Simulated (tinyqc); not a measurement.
Straight dislocations in isotropic elasticity: fields, energies, partials, Peierls stress and walls: one step, computed by the program tinyqc. Command: `OMP_NUM_THREADS=1 python tinyqc.py 3004373 3004374 out.jsonl disloc walk`. One thread of a shared host (Intel(R) Xeon(R) Processor @ 2.30GHz), about 0.01 s of CPU time with the checks.

The line runs along z, the glide plane is y = 0, and beta is the angle between b and the line (0 screw, 90 degrees edge): b_e = b sin(beta) along +x with the extra half plane at y > 0, b_s = b cos(beta). Stress is positive in tension.

Question. Low-angle tilt boundary. A symmetric tilt wall of edge dislocations has the spacing h = b/(2 sin(theta/2)); Read-Shockley: gamma_b = E0 theta (A - ln theta), E0 = G b/(4 pi (1 - nu)), A = 1 + ln(b/(2 pi r0)), theta in radians.

Inputs (values chosen for the exercise, for a model fcc or diamond crystal):
```
quantity          value      unit
shear modulus G    21.2       GPa
Poisson ratio nu  0.347         -
Burgers vector b  2.709  angstrom
core radius r0/b      2         -
tilt angle theta      8   degrees
```

Give: spacing h; boundary energy; angle of the maximum, exp(A - 1).

Answer.

spacing h = 1.9418 nm

boundary energy = 42.779 mJ/m^2

angle of the maximum, exp(A - 1) = 4.5595 degrees

Caution: towards the maximum of the Read-Shockley curve the spacing is no longer large against the core size, so the formula is only rough.
